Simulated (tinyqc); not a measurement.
Worked calculation: temperature and isotope dependence of a band gap in oscillator models. Values are carried at full precision from step to step, so a last printed digit may differ when a step is redone from the rounded ones.

E(T) = E0 - sum_i sl_i th_i n_i(T), n = 1/(exp(th/T) - 1). The same coupling lowers the gap at 0 K by the zero-point term ZP = sum_i sl_i th_i/2, so the gap of the static lattice is E0 + ZP. Thermal expansion is taken as part of the slopes.

Parameters, chosen for this exercise (near those of Ge; not measured data):
- E0 = 0.745 eV (gap at 0 K)
- th = (114, 303) K (temperatures of two oscillators)
- sl = (0.0702, 0.3428) meV/K (their high-temperature slopes)
- T = 50 K (temperature)
- M = 72.51 u (mean atomic mass)
- dM = 2.77 u (change of the mean mass (not bounded by the natural isotopes))
- T12 = (180, 340) K (temperatures of the fits)

## The gap at T

Give the occupations, the two terms, the gap, ZP and the static gap.

n_i: [0.11394, 0.00234]

terms (meV): [0.912, 0.243]

E(T) = 0.7438 eV
ZP = 55.94 meV
static gap = 0.8009 eV

The thermal fall, 1.2 meV, is smaller than the zero-point term, 55.9 meV; the soft oscillator supplies 79 % of the fall but 7 % of ZP. A calculation with clamped ions should be compared with the static gap.

## Slope and asymptote

dE/dT = -sum sl_i (th_i/T)^2 n_i (1 + n_i). At high T, n -> T/th - 1/2, so E -> E0 + ZP - (sum sl_i) T. Give the slope, its ratio to the limit, and the value at 0 K of the tangent drawn at T.

dE/dT = -0.0758 meV/K
ratio to the limiting slope = 0.1836
intercept of the tangent = 0.7476 eV
intercept - E0 = 2.64 meV

The tangent recovers 5 % of ZP: the extrapolation works only from T well above the higher oscillator (303 K).

## Isotope effect

With M -> M + dM the oscillator temperatures scale as M^(-1/2) and the slopes stay. Give th, ZP, E0 (static gap fixed) and E(T) for the new mass, and the linear rule dE0 = ZP dM/(2 M).

th (K): [111.88, 297.37]

ZP = 54.897 meV
shift of E0 = 1.039 meV
linear rule = 1.068 meV
shift of E(T) = 0.988 meV

The heavier crystal has the wider gap. At 50 K 95 % of the shift at 0 K is left; it fades at high T, where the motion is classical and the mean-square amplitude no longer depends on mass.

## Two common fits

Two-parameter forms are made to pass through the falls at the two temperatures T12: Varshni aV T^2/(T + bV), from the line T^2/fall = (T + bV)/aV; one oscillator s1 t1/(exp(t1/T) - 1), with t1 from the ratio of the falls.

Give the falls and the parameters.

falls (meV): [32.7496, 92.3211]

aV = 0.6088 meV/K
bV = 422 K
t1 = 259.6 K
s1 = 0.4075 meV/K
ZP of the one-oscillator fit = 52.9 meV

The limiting slope of the model is 0.4130 meV/K; Varshni puts it +47 % off and one oscillator -1 %. The ZP of the fit differs from the true one by -3.0 meV.

## Checks

- Slope by finite differences against the formula (meV/K): both 0.075842.
- Fall at 20 times the higher oscillator temperature against the asymptote (meV): 2447.3 against 2446.8.

tinyqc: `OMP_NUM_THREADS=1 python tinyqc.py 1850778 1850779 out.jsonl`; about 0.01 s, one thread, shared Intel(R) Xeon(R) Processor @ 2.30GHz.
